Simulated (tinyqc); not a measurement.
## Chip with leakage that grows with temperature, electro-thermal loop and runaway: effect of the thermal resistance

One temperature T for the device, T = T0 + Rth P(T), with P(T) = Pd + Pl (T/300 K)^2 exp[(q Ea/kB)(1/(300 K) - 1/T)]. The loop gain is Rth dP/dT; a solution is thermally stable when it is below one.

P'(T) = (P - Pd)(2/T + q Ea/(kB T^2)), G = Rth P'. T is the lowest solution and Tu the next, unstable one.

Values chosen for this exercise:
- T0 = 300 K (ambient temperature)
- Pd = 35 W (temperature-independent switching power)
- Pl = 0.078 W (leakage power at 300 K)
- Ea = 0.65 eV (activation energy of the leakage)

Constants: q = 1.602176634e-19 C, kB = 1.380649e-23 J/K. Results are converted to the units shown.

Effect of the thermal resistance:
```
Rth (K/W)  T (K)  P (W)         G  Tu (K)
0.367      312.9  35.24  0.007345   429.9
0.442      315.6  35.30   0.01085   424.3
0.533      318.9  35.39   0.01672   418.5
0.643      322.8  35.54   0.02705   412.5
0.776      327.8  35.78   0.04640   406.1
0.936      333.9  36.24   0.08567   399.0
1.13       342.1  37.23    0.1775   390.7
1.36       354.8  40.31    0.4732   378.3
```

As Rth goes from 0.367 to 1.36 K/W, T rises from 312.9 to 354.8 K, the power rises from 35.2 to 40.3 W and the loop gain rises from 0.00734 to 0.473. The gap between the stable and unstable solutions goes from 117 to 23.5 K. At Rth = 1.64 K/W no solution is left within 900 K of T0: thermal runaway.

Numbers from tinyqc (`OMP_NUM_THREADS=1 python tinyqc.py 2520121 2520122 out.jsonl`; about 0.01 s on one thread of a shared Intel Xeon 2.30GHz).
